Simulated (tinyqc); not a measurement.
Empirical pseudopotential in a few plane waves, step by step. One step of it, computed by the program tinyqc.

Problem. Levels at k. Diagonalise the Hermitian matrix.

H(k) at k (eV), order +0+0+0, -1-1-1, -1-1+1, -1+1-1, -1+1+1, +1-1-1, +1-1+1, +1+1-1, +1+1+1, -2+0+0, +0-2+0, +0+0-2, +0+0+2, +0+2+0, +2+0+0:
```
[[1.963956, 2.001101+1.443102i, -2.001101+1.443102i, -2.001101+1.443102i, -2.001101-1.443102i, -2.001101+1.443102i, -2.001101-1.443102i, -2.001101-1.443102i, 2.001101-1.443102i, 0.000000+0.421776i, 0.000000+0.421776i, 0.000000+0.421776i, 0.000000-0.421776i, 0.000000-0.421776i, 0.000000-0.421776i],
 [2.001101-1.443102i, 18.588475, 0.000000-0.421776i, 0.000000-0.421776i, 0.122451, 0.000000-0.421776i, 0.122451, 0.122451, 0.000000, -2.001101-1.443102i, -2.001101-1.443102i, -2.001101-1.443102i, -0.596482+0.076965i, -0.596482+0.076965i, -0.596482+0.076965i],
 [-2.001101-1.443102i, 0.000000+0.421776i, 15.834117, -0.122451, 0.000000-0.421776i, -0.122451, 0.000000-0.421776i, 0.000000, 0.122451, -2.001101+1.443102i, -2.001101+1.443102i, 0.596482+0.076965i, 2.001101-1.443102i, -0.596482-0.076965i, -0.596482-0.076965i],
 [-2.001101-1.443102i, 0.000000+0.421776i, -0.122451, 26.654810, 0.000000-0.421776i, -0.122451, 0.000000, 0.000000-0.421776i, 0.122451, -2.001101+1.443102i, 0.596482+0.076965i, -2.001101+1.443102i, -0.596482-0.076965i, 2.001101-1.443102i, -0.596482-0.076965i],
 [-2.001101+1.443102i, 0.122451, 0.000000+0.421776i, 0.000000+0.421776i, 23.900452, 0.000000, -0.122451, -0.122451, 0.000000-0.421776i, 2.001101+1.443102i, -0.596482+0.076965i, -0.596482+0.076965i, -2.001101-1.443102i, -2.001101-1.443102i, 0.596482-0.076965i],
 [-2.001101-1.443102i, 0.000000+0.421776i, -0.122451, -0.122451, 0.000000, 9.538441, 0.000000-0.421776i, 0.000000-0.421776i, 0.122451, 0.596482+0.076965i, -2.001101+1.443102i, -2.001101+1.443102i, -0.596482-0.076965i, -0.596482-0.076965i, 2.001101-1.443102i],
 [-2.001101+1.443102i, 0.122451, 0.000000+0.421776i, 0.000000, -0.122451, 0.000000+0.421776i, 6.784083, -0.122451, 0.000000-0.421776i, -0.596482+0.076965i, 2.001101+1.443102i, -0.596482+0.076965i, -2.001101-1.443102i, 0.596482-0.076965i, -2.001101-1.443102i],
 [-2.001101+1.443102i, 0.122451, 0.000000, 0.000000+0.421776i, -0.122451, 0.000000+0.421776i, -0.122451, 17.604776, 0.000000-0.421776i, -0.596482+0.076965i, -0.596482+0.076965i, 2.001101+1.443102i, 0.596482-0.076965i, -2.001101-1.443102i, -2.001101-1.443102i],
 [2.001101+1.443102i, 0.000000, 0.122451, 0.122451, 0.000000+0.421776i, 0.122451, 0.000000+0.421776i, 0.000000+0.421776i, 14.850418, -0.596482-0.076965i, -0.596482-0.076965i, -0.596482-0.076965i, -2.001101+1.443102i, -2.001101+1.443102i, -2.001101+1.443102i],
 [0.000000-0.421776i, -2.001101+1.443102i, -2.001101-1.443102i, -2.001101-1.443102i, 2.001101-1.443102i, 0.596482-0.076965i, -0.596482-0.076965i, -0.596482-0.076965i, -0.596482+0.076965i, 30.687977, -0.122451, -0.122451, 0.122451, 0.122451, 0.000000],
 [0.000000-0.421776i, -2.001101+1.443102i, -2.001101-1.443102i, 0.596482-0.076965i, -0.596482-0.076965i, -2.001101-1.443102i, 2.001101-1.443102i, -0.596482-0.076965i, -0.596482+0.076965i, -0.122451, 13.571608, -0.122451, 0.122451, 0.000000, 0.122451],
 [0.000000-0.421776i, -2.001101+1.443102i, 0.596482-0.076965i, -2.001101-1.443102i, -0.596482-0.076965i, -2.001101-1.443102i, -0.596482-0.076965i, 2.001101-1.443102i, -0.596482+0.076965i, -0.122451, -0.122451, 24.392301, 0.000000, 0.122451, 0.122451],
 [0.000000+0.421776i, -0.596482-0.076965i, 2.001101+1.443102i, -0.596482+0.076965i, -2.001101+1.443102i, -0.596482+0.076965i, -2.001101+1.443102i, 0.596482+0.076965i, -2.001101-1.443102i, 0.122451, 0.122451, 0.000000, 18.883585, -0.122451, -0.122451],
 [0.000000+0.421776i, -0.596482-0.076965i, -0.596482+0.076965i, 2.001101+1.443102i, -2.001101+1.443102i, -0.596482+0.076965i, 0.596482+0.076965i, -2.001101+1.443102i, -2.001101-1.443102i, 0.122451, 0.000000, 0.122451, -0.122451, 29.704278, -0.122451],
 [0.000000+0.421776i, -0.596482-0.076965i, -0.596482+0.076965i, -0.596482+0.076965i, 0.596482+0.076965i, 2.001101+1.443102i, -2.001101+1.443102i, -2.001101+1.443102i, -2.001101-1.443102i, 0.000000, 0.122451, 0.122451, -0.122451, -0.122451, 12.587909]]
```

Give: eigenvalues.

Solution.

eigenvalues (eV): [-2.5036, 5.7933, 8.2262, 9.9405, 13.1548, 15.2072, 16.7044, 17.5786, 19.1333, 20.6972, 23.2386, 24.8262, 28.3185, 31.4732, 33.7589]
